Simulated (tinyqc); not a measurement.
Smoothing against break-up: capillary instabilities by surface diffusion: grooving and agglomeration of films, edge retraction, wire break-up and smoothing of roughness. Computed by tinyqc, a small Python program. Command: `OMP_NUM_THREADS=1 python tinyqc.py 3023914 3023915 out.jsonl dewet walk`. One thread of a shared host (Intel(R) Xeon(R) Processor @ 2.30GHz), about 0.01 s of CPU time with the checks.

Isotropic surface energy; shapes change by surface diffusion alone.

Inputs (values chosen for the exercise, for a model film):
```
quantity                         value        unit
surface energy gamma_s            1.43       J/m^2
grain-boundary energy gamma_b     0.52       J/m^2
interface energy gamma_i           1.2       J/m^2
atomic volume Omega               11.8  angstrom^3
surface sites nu                   8.6      1/nm^2
prefactor D0                   1.9e-05       m^2/s
activation energy Q              0.908          eV
temperature T                      889           K
film thickness h                    45          nm
grain radius R                     130          nm
wire radius r                       18          nm
initial ripple over radius        0.02           -
roughness wavelength lambda         17          nm
```

Grooves: at the surface and the interface.

Constants: k_B = 8.617333262e-05 eV/K; k_B = 1.380649e-23 J/K.

Method:
- Groove angle beta: sin(beta) = gamma_b/(2 gamma). For circular grains of radius R with spherical caps the groove ends (measured from the mean surface) at the depth R g(beta), g = (2 - 3 cos beta + cos^3 beta)/(3 sin^3 beta). The film parts if R [g(beta_s) + g(beta_i)] > h.
- B = D_s nu gamma_s Omega^2/(k_B T), D_s = D0 exp(-Q/(k_B T)).
- A wire with r + A cos(k z) has dA/dt = (B/r^4) (kr)^2 [1 - (kr)^2] A: unstable for wavelengths above 2 pi r, fastest at kr = 1/sqrt 2 with the rate B/(4 r^4); break-up time about (4 r^4/B) ln(r/A0); each wavelength makes a sphere of radius (3 r^2 lambda_m/4)^(1/3).
- Roughness of wavelength lambda on a flat face decays as exp[-B (2 pi/lambda)^4 t]; the smoothing time is that for a factor e^3.

beta_s = 10.4757 degrees

Times (s); the last column is (h/(0.780 tan beta_s))^4/B:
```
T (K)  B (nm^4/s)   smoothing  wire break-up  groove to depth h
756    2.7585e+06  5.8280e-05        0.59549             3435.9
800    5.6109e+06  2.8653e-05        0.29277             1689.2
845    1.0712e+07  1.5008e-05        0.15334              884.8
889    1.8875e+07  8.5177e-06        0.08703              502.2
933    3.1452e+07  5.1115e-06        0.05223              301.4
978    5.0451e+07  3.1866e-06        0.03256              187.9
1067   1.1359e+08  1.4154e-06        0.01446               83.4
```

All times share 1/B, so their ratios do not depend on T: break-up over smoothing is 10000. An anneal can smooth this roughness well before the wire breaks. Smoothing is safe for lambda well below 2 pi r, above which a ripple along the wire grows instead. B spans 1.6 decades over these rows.
